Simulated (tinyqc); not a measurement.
Inputs raised by 10 %, one at a time: time-domain thermoreflectance: layered heat flow under a modulated pulse train, and what the signal ratio measures. Computed by tinyqc, a small Python program. Command: `OMP_NUM_THREADS=1 python tinyqc.py 3112152 3112153 out.jsonl tdtr sens`. One thread of a shared host (Intel(R) Xeon(R) Processor @ 2.30GHz), about 0.1 s of CPU time with the checks.

Pulses repeat at 80 MHz; heat is laid down at the surface, all layers are isotropic.

Inputs (values chosen for the exercise, modelled on aluminium on germanium):
```
quantity                                value        unit
metal thickness d                          90          nm
metal conductivity                        150     W/(m K)
metal heat capacity                      2.42  MJ/(m^3 K)
boundary conductance G under the metal    250  MW/(m^2 K)
substrate conductivity kappa             58.3     W/(m K)
substrate heat capacity C                1.69  MJ/(m^3 K)
modulation frequency f                    9.8         MHz
spot radius w (1/e^2, pump and probe)      11  micrometre
delay t                                   170          ps
```

Stack: metal, substrate.

Method:
- For radial wave number k and angular frequency W each layer has u = sqrt(4 pi^2 k^2 + i W C/kappa) and gamma = kappa u. Surface impedance from below: Z = 1/gamma for the substrate; a layer of thickness L maps Z to (Z + tanh(u L)/gamma)/(1 + gamma Z tanh(u L)); a boundary adds 1/G.
- Response per absorbed watt H(W) = 2 pi int_0^(2/w) Z(k, W) exp(-pi^2 k^2 w^2) k dk by 20 Gauss-Legendre points.
- Signal: X + iY = sum_(m = -M..M) H(2 pi (f + m f_r)) exp(i 2 pi m f_r t) exp(-pi (m/M)^2 x 4), f_r = 80 MHz, M = 4000, with H(-W) the complex conjugate of H(W); V_in = X, V_out = Y, ratio = -V_in/V_out.

Runs:
```
input moved                                          from     to  ratio -V_in/V_out  V_in (K/mW)  V_out (K/mW)  phase of H(2 pi f) (degrees)
base run                                                -      -             5.8075      0.13476     -0.023204                       -41.857
metal thickness d (nm)                                 90     99             5.3846      0.12473     -0.023164                       -42.489
boundary conductance G under the metal (MW/(m^2 K))   250    275             5.7897      0.13354     -0.023064                       -42.323
substrate conductivity kappa (W/(m K))               58.3  64.13             6.0611      0.13467     -0.022218                       -41.169
substrate heat capacity C (MJ/(m^3 K))               1.69  1.859             6.0531      0.13463     -0.022241                       -41.234
modulation frequency f (MHz)                          9.8  10.78             6.0739      0.13356     -0.021989                       -41.989
spot radius w (1/e^2, pump and probe) (micrometre)     11   12.1             5.7910      0.11134     -0.019226                       -41.959
delay t (ps)                                          170    187             5.7007      0.13288     -0.023310                       -41.857
```

Exponents ln(y'/y) / ln(x'/x):
```
input                                   ratio -V_in/V_out    V_in   V_out  phase of H(2 pi f)
metal thickness d                                  -0.793  -0.812  -0.018               0.157
boundary conductance G under the metal             -0.032  -0.096  -0.063               0.116
substrate conductivity kappa                        0.448  -0.007  -0.456              -0.174
substrate heat capacity C                           0.435  -0.010  -0.445              -0.157
modulation frequency f                              0.470  -0.094  -0.564               0.033
spot radius w (1/e^2, pump and probe)              -0.030  -2.003  -1.973               0.025
delay t                                            -0.195  -0.147   0.048               0.000
```

Which inputs matter most for each result?

Among the inputs moved here: ratio -V_in/V_out answers most in size to metal thickness d (exponent -0.793), next to modulation frequency f (+0.470). V_in answers most in size to spot radius w (1/e^2, pump and probe) (exponent -2.003), next to metal thickness d (-0.812). Its exponent -2.003 in spot radius w (1/e^2, pump and probe): one-dimensional flow, power over area. V_out answers most in size to spot radius w (1/e^2, pump and probe) (exponent -1.973), next to modulation frequency f (-0.564). Phase of H(2 pi f) answers most in size to substrate conductivity kappa (exponent -0.174), next to metal thickness d (+0.157); its exponent is below 0.0005 for delay t.
